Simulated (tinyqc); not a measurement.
Inside a calculation. Model: phase-change memory cell, resistance drift and retention.

tinyqc, about 0.01 s, one thread, Intel Xeon 2.30GHz (shared host): `OMP_NUM_THREADS=1 python tinyqc.py 2880044 2880045 out.jsonl` Printed values are rounded.

The amorphous state follows Ra = R0 (t/t0)^nu exp[(q Ec/kB)(1/T - 1/(300 K))], with nu taken as independent of T. An intermediate level follows the logarithmic mixing rule ln R = (1 - fa) ln Rc + fa ln Ra with constant Rc. The time to lose the data by crystallisation is tr = tx exp[(q Ex/kB)(1/T - 1/Tx)]; 1 year = 3.15576e7 s. These are empirical laws.

Values chosen for this exercise; values of the order found in chalcogenide phase-change cells:

| symbol | value | unit | meaning |
|---|---|---|---|
| R0 | 8.1 | Mohm | resistance of the amorphous state at t0 and 300 K |
| t0 | 10 | s | reference time |
| nu | 0.079 |  | drift exponent |
| Ec | 0.28 | eV | activation energy of conduction |
| Ex | 1.9 | eV | activation energy of crystallisation |
| Tx | 473 | K | temperature of a bake |
| tx | 78000 | s | time to crystallise in that bake |
| T | 358 | K | operating temperature |
| t | 86400 | s | time of the read |
| fa | 0.35 |  | amorphous share of an intermediate level |
| Rc | 27 | kohm | resistance of the crystalline state |

Constants: q = 1.602176634e-19 C, kB = 1.380649e-23 J/K. Results are converted to the units shown.

## Resistances at the read

Ra and the intermediate level as above; its effective drift exponent is fa nu.

drift factor = 2.04637
temperature factor = 0.172955
Ra = 2.86683 Mohm
intermediate level = 0.138190 Mohm
effective exponent = 0.02765

Against R0 the resistance has fallen by a factor of 2.83.

## Retention

tr at T; the ten-year temperature solves tr = 10 years: 1/T10 = 1/Tx + (kB/(q Ex)) ln(10 years/tx).

tr = 7871.63 years
T10 = 401.469 K
loss of tr per kelvin, q Ex/(kB T^2) = 17.2034 %/K

T lies 43.5 K below T10, so ten years are met.
